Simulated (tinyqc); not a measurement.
Effective mass of the split-off band from tabulated energies, step by step. Values are carried at full precision from step to step, so a last printed digit may differ when a step is redone from the rounded ones.

c = hbar^2/2m0.
Constants: hbar^2/2m0 = 3.80998211 eV angstrom^2.

## Finite differences

Energies along [110], from the band edge downward:

| k (1/angstrom) | E (meV) |
|---|---|
| 0.00000 | 0.0000 |
| 0.00370 | 0.5783 |
| 0.00740 | 2.3273 |
| 0.01110 | 5.2886 |
| 0.01480 | 9.5321 |
| 0.01850 | 15.1559 |
| 0.02220 | 22.2844 |
| 0.02590 | 31.0652 |
| 0.02960 | 41.6615 |

reference mass (curvature of the model at k = 0.0001 1/angstrom) = 0.09037 m0

The band is even in k. m = c k^2/E(k) from the points 1, 2, 4 (k = 0 is point 0); Richardson from points 1 and 2: c/m = [16 E(k1) - E(k2)]/(12 k1^2).

m from points 1, 2, 4 (m0): 0.09019  0.08965  0.08755

m by Richardson = 0.09038 m0

Errors against the reference: -0.19, -0.80 and -3.12 % and +0.01 %. The extrapolation removes the k^4 term.

## Least squares over all points

Fit E = a k^2 (a = sum k^2 E/sum k^4), then E = a k^2 + b k^4 from the normal equations; E in eV; m = c/a.

sums of k^4, k^6, k^8: 1.6440e-06  1.1468e-09  8.6704e-13

sums of k^2 E, k^4 E: 7.6386e-05  5.3693e-08

a, one term = 46.463 eV angstrom^2

a and b, two terms: 42.20  6115

m, one and two terms (m0): 0.08200  0.09029

The parabola over all points errs by -9.3 % because the weights k^4 favour the outer points; the second term brings the error to -0.1 %.

## The non-parabolic form

E (1 + alpha E) = c k^2/m means that y = c k^2/E is a straight line in E with intercept m and slope m alpha. Fit the line by unweighted least squares over points 1 to 8, E in eV.

y (m0): 0.09019  0.08965  0.08876  0.08755  0.08604  0.08426  0.08227  0.08013

m = 0.09005 m0
alpha = -2.741 1/eV

The intercept errs by -0.35 %. For this band the scale of alpha is set by Dso = 0.288 eV as well as by the gap.

## Checks

- Two-term fit by normal equations against a least-squares routine: both 42.1976.

Run: tinyqc, `OMP_NUM_THREADS=1 python tinyqc.py 1851087 1851088 out.jsonl`; Intel(R) Xeon(R) Processor @ 2.30GHz, one thread, shared host; about 0.01 s of CPU time with all checks.
